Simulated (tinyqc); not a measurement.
CMOS latch-up, two-transistor model: one step of the calculation.

A parasitic pnp (emitter at Vdd, base shunted by Rw) and npn (emitter at ground, base shunted by Rs) feed each other: the npn collector current flows out of the pnp base node, the pnp collector current into the npn base node. Forward-active transistors with constant gains: Icn = Isn exp(Vn/Vt), Icp = Isp (exp(Vp/Vt) - 1). A current Ii is injected into the npn base node.

Problem. The off branch. Node equations: Vp/Rw + Icp/bp = Icn and Vn/Rs + Icn/bn = Icp + Ii. Loop gain G = gn gp/[(1/Rw + gp/bp)(1/Rs + gn/bn)], gn = Icn/Vt, gp = (Icp + Isp)/Vt; the off state ends where G = 1, and Ii there is the trigger current. For each Vn: Icn, then Vp from the first equation, then Ii from the second.

Inputs (values chosen for the exercise); values close to those of bulk CMOS:
```
symbol,value,unit,meaning
T,300,K,temperature
bn,4.9,,current gain of the npn
bp,1.7,,current gain of the pnp
Isn,4e-15,A,saturation current of the npn at T
Isp,3.5e-15,A,saturation current of the pnp at T
Rs,1400,ohm,substrate resistance shunting the npn
Rw,1100,ohm,well resistance shunting the pnp
Ii,0.48,mA,current injected into the substrate
```

Constants: q = 1.602176634e-19 C, kB = 1.380649e-23 J/K, Vt = kB T/q. Results are converted to the units shown.

Vn, point 0 to 7 (V): [0.461, 0.541, 0.591, 0.621, 0.641, 0.661, 0.676, 0.691]

Find: Icn; Vp; Icp; Ii; G.

Solution.

```
point  Icn (mA)    Vp (V)   Icp (mA)  Ii (mA)          G
0      2.221e-4  2.443e-4  3.323e-14   0.3293  1.804e-12
1      0.004903  0.005393  8.119e-13   0.3874  4.621e-11
2       0.03392   0.03731  1.132e-11   0.4291  8.424e-10
3        0.1082    0.1191  3.467e-10   0.4657   3.977e-8
4        0.2346    0.2581   7.583e-8   0.5057   1.141e-5
5        0.5086    0.5547   0.007297   0.5686      1.092
6        0.9086    0.6649     0.5170   0.1512      7.032
7         1.623    0.6954      1.685  -0.8597      7.707
```

Ii peaks at 0.5687 mA, at Vn = 0.6609 V where G = 1; beyond it the loop feeds itself.

Program tinyqc, `OMP_NUM_THREADS=1 python tinyqc.py 2670028 2670029 out.jsonl`; Intel Xeon 2.30GHz, shared host, one thread, about 0.04 s.
